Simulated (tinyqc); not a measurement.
Polycrystal bounds against single-crystal directions: anisotropic elasticity and sound waves of a cubic crystal. Computed by tinyqc, a small Python program. Command: `OMP_NUM_THREADS=1 python tinyqc.py 3016634 3016635 out.jsonl cubicelastic walk`. One thread of a shared host (Intel(R) Xeon(R) Processor @ 2.30GHz), about 0.01 s of CPU time with the checks.

Voigt order 1..6 = xx, yy, zz, yz, xz, xy, with engineering shear strains. The rotated frame has x' as named, z' along the wafer normal and y' = z' x x'.

Inputs (values chosen for the exercise, for a model crystal): C11 = 220 GPa; C12 = 173 GPa; C44 = 141 GPa.

Frame: (001) wafer, x' along [210].

Method. S11 = (C11 + C12)/D, S12 = -C12/D, D = (C11 - C12)(C11 + 2 C12), S44 = 1/C44. Zener ratio A = 2 C44/(C11 - C12); S0 = S11 - S12 - S44/2; H = 2 C44 + C12 - C11. B = (C11 + 2 C12)/3; Voigt G = (C11 - C12 + 3 C44)/5; Reuss G = 5/(4 (S11 - S12) + 3 S44); Hill is their mean; E = 9BG/(3B + G), nu = (3B - 2G)/(6B + 2G). Along <hkl>, with g = 0, 1/4, 1/3: 1/E = S11 - 2 S0 g; for a film with that normal C33 = C11 + 2 H g and M = [6B - (3B - C33) - (3B - C33)^2/C33]/2.

S11 = 14.7733 1/TPa

S12 = -6.50327 1/TPa

S44 = 7.09220 1/TPa

S0 = 17.7305 1/TPa

H = 235 GPa

Zener ratio A = 6

bulk modulus B = 188.67 GPa

Averages:
```
average  G (GPa)  E (GPa)       nu
Voigt       94.0   241.84  0.28636
Reuss       47.0   130.19  0.38499
Hill        70.5   188.07  0.33386
```

Directions:
```
direction  E (GPa)  biaxial modulus M (GPa)
<100>        67.69                   120.92
<110>       169.26                   374.40
<111>       338.64                   423.75
```

What does the comparison show, and why?

The bounds on G differ by 100 %, while E varies by a factor 5.00 with direction; with A above 1 the stiffest axis is <111>. Under a fixed mismatch strain, grains with a <100> normal store the least energy.

Extremes, crossings and ranges named in words are read from the listed rows.
